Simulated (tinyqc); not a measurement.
Gate-all-around wire with two subbands, quantum capacitance: course of the iteration.

phi is the Fermi level above the lowest subband edge, in volts; Vg is counted from the gate voltage at which an empty wire would have phi = 0. Both directions of motion are filled (equilibrium).

Start: phi = Vg.

N1 = gv sqrt(2 md m0 kB T/(pi hbar^2)); n1 = N1 F(phi/Vt), n2 = g2 N1 F((phi - E2)/Vt), n = n1 + n2, F(e) = (1/sqrt(pi)) int_0^infinity u^(-1/2) du/(1 + exp(u - e)); Cq = q dn/dphi = (q N1/Vt) [F'(phi/Vt) + g2 F'((phi - E2)/Vt)]. Substitution: phi(new) = Vg - q (n)/Cox.

Stop when the step is below 1e-10 V, or after 40 iterations.

Parameters, values chosen for the exercise: temperature T = 77 K; mass along the wire md = 0.025 m0; valley degeneracy gv = 1; second subband above the first E2 = 0.19 eV; orbital degeneracy of the second subband g2 = 2; gate voltage Vg = 1.15 V.

Constants: q = 1.602176634e-19 C, kB = 1.380649e-23 J/K, hbar = 1.054571817e-34 J s, m0 = 9.1093837015e-31 kg, Vt = kB T/q. Results are converted to the units shown.

Cox = 3.55820 pF/cm

Course of the iteration:
```
iteration  phi before the step (V)   step (V)
1                             1.15     -0.704
2                         0.445978      0.314
3                         0.760047     -0.163
4                         0.596955     0.0774
5                         0.674375    -0.0382
6                         0.636133     0.0185
7                         0.654644   -9.05e-3
8                         0.645597    4.40e-3
9                         0.649997   -2.15e-3
...                            ...        ...
25                        0.648554   -2.16e-8
26                        0.648554    1.05e-8
27                        0.648554   -5.13e-9
28                        0.648554    2.50e-9
29                        0.648554   -1.22e-9
30                        0.648554   5.93e-10
31                        0.648554  -2.89e-10
32                        0.648554   1.41e-10
33                        0.648554  -6.86e-11
```

Did this iteration meet its convergence test, and what does its course show?

Yes. Converged in 33 iterations. At the solution the slope of the map is -(Cq)/Cox = -0.49; its size is below 1, so substitution contracts.

Program tinyqc, `OMP_NUM_THREADS=1 python tinyqc.py 2200004 2200005 out.jsonl`; Intel Xeon 2.30GHz, shared host, one thread, about 0.01 s.
